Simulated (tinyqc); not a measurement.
The decay curve: photoconductance decay in a wafer: bulk and surface recombination modes, and iron detection by pair splitting. Computed by tinyqc, a small Python program. Command: `OMP_NUM_THREADS=1 python tinyqc.py 3113633 3113634 out.jsonl pcd walk`. One thread of a shared host (Intel(R) Xeon(R) Processor @ 2.30GHz), about 0.01 s of CPU time with the checks.

Both faces of the wafer have the same S; injection is low and all coefficients are constant. x runs from -W/2 to W/2.

Inputs (values chosen for the exercise, modelled on p-type silicon): thickness W = 775 micrometre; diffusivity D = 28.1 cm^2/s; bulk lifetime tau_b without iron = 290 microsecond; surface recombination velocity S = 3400 cm/s; absorption coefficient alpha = 360 1/cm.

Method:
- Even modes cos(a x) obey b tan b = S W/(2 D) with b = a W/2, odd modes sin(a x) obey -b cot b = S W/(2 D); each decays at the rate 1/tau_b + D a^2.
- tau_eff is the decay time of the first mode. The surface time is 1/(D a^2) of that mode; shortcuts for it are W/(2 S), W^2/(pi^2 D) and their sum, whose error is sum/surface time - 1.
- Light from one face makes n(x, 0) proportional to exp(-alpha (x + W/2)). Only even modes carry the thickness average: weight c_n = [sin b/b] int n cos(a x) dx / (int cos^2(a x) dx x mean n), with int exp(-alpha (x + W/2)) cos(a x) dx = [alpha cos b (1 - E) + a sin b (1 + E)]/(alpha^2 + a^2), E = exp(-alpha W), and int cos^2 = W/2 + sin(2 b)/(2 a).
- Mean density = sum_n c_n exp(-t/tau_n) over 60 modes; the local decay time is -1/(d ln n/dt).

W^2/(pi^2 D) = 21.6570 microsecond

tau_eff = 28.4999 microsecond

Decay:
```
t / (W^2/(pi^2 D))  t (microsecond)  mean density/start  local decay time (microsecond)
0.02                          0.433             0.80419                           2.972
0.05                          1.083             0.67922                           4.800
0.10                          2.166             0.56743                           7.370
0.20                          4.331             0.45183                          11.922
0.50                         10.828             0.30963                          22.788
1.00                         21.657             0.20521                          28.104
2.00                         43.314             0.09580                          28.499
```

What follows from these numbers?

The local decay time goes from 2.97 to 28.5 microsecond against tau_eff = 28.5. Early on higher modes speed the decay, so a fit must start late.
